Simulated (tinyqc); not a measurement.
# Changing the log10 of the dissolved activity a

Model: potential-pH (Pourbaix) lines of a metal, its cation, its oxide and an oxyanion, with a complexing ligand. Computed by tinyqc, a small Python program. Command: `OMP_NUM_THREADS=1 python tinyqc.py 3026762 3026763 out.jsonl pourb sweep`. One thread of a shared host (Intel(R) Xeon(R) Processor @ 2.30GHz), about 0.01 s of CPU time with the checks.

Potentials are against the standard hydrogen electrode; solids and water have unit activity; dG_f of M, H+ and the electron is zero; F = e N_A and s = R T ln(10)/F. The cation carries z = 2.

Inputs (values chosen for the exercise, modelled on cobalt):
```
quantity                value    unit
dG_f of the cation     -54.04  kJ/mol
dG_f of the oxide     -213.93  kJ/mol
dG_f of the oxyanion  -274.69  kJ/mol
dG_f of water         -237.14  kJ/mol
temperature T          298.15       K
pH                        7.6       -
potential E              0.67       V
```

Species: M, M2+, MO, MO2(2-).

Constants: R = 8.314462618 J/(mol K); e = 1.602176634e-19 C; N_A = 6.02214076e+23 1/mol.

Method:
- M2+ + 2e = M; MO + 2H+ + 2e = M + H2O; MO2(2-) + 4H+ + 2e = M + 2H2O. For each, E0 = -dG/(z F), and E = E0 + (s/z) log10 a - (s n_H/z) pH, with no activity term for the oxide.
- Two oxidised species coexist where their lines against the metal cross: pH1 (cation/oxide) = [E0(oxide) - E0(cation)]/s - (log10 a)/z; pH2 (oxide/oxyanion) = {[E0(oxyanion) - E0(oxide)]/s + (log10 a)/z}/(4/z - 1).
- The metal is stable below the lowest of the three lines; above it, the species of the lowest line is stable. Water lines at 1 bar: hydrogen E = -s pH, oxygen E = -dG_f(water)/(2F) - s pH.

One run for each value:
```
log10 of the dissolved activity a     pH1     pH2  width of the oxide field, pH2 - pH1  upper limit of immunity (V)
-8                                 10.767  11.450                               0.6834                     -0.51668
-7                                 10.267  11.950                               1.6834                     -0.48710
-6                                  9.767  12.450                               2.6834                     -0.45752
-5                                  9.267  12.950                               3.6834                     -0.42794
-4                                  8.767  13.450                               4.6834                     -0.39836
-3                                  8.267  13.950                               5.6834                     -0.36878
-2                                  7.767  14.450                               6.6834                     -0.33920
-1                                  7.267  14.950                               7.6834                     -0.32933
```

Over the rows, pH1 falls from 10.8 to 7.27; pH2 rises from 11.5 to 15.0; width of the oxide field, pH2 - pH1 rises from 0.683 to 7.68.

Caution (all rows): other oxidation states, hydroxides and hydrides are left out, and the lines say nothing of rates.

Extremes, crossings and ranges named in words are read from the listed rows.
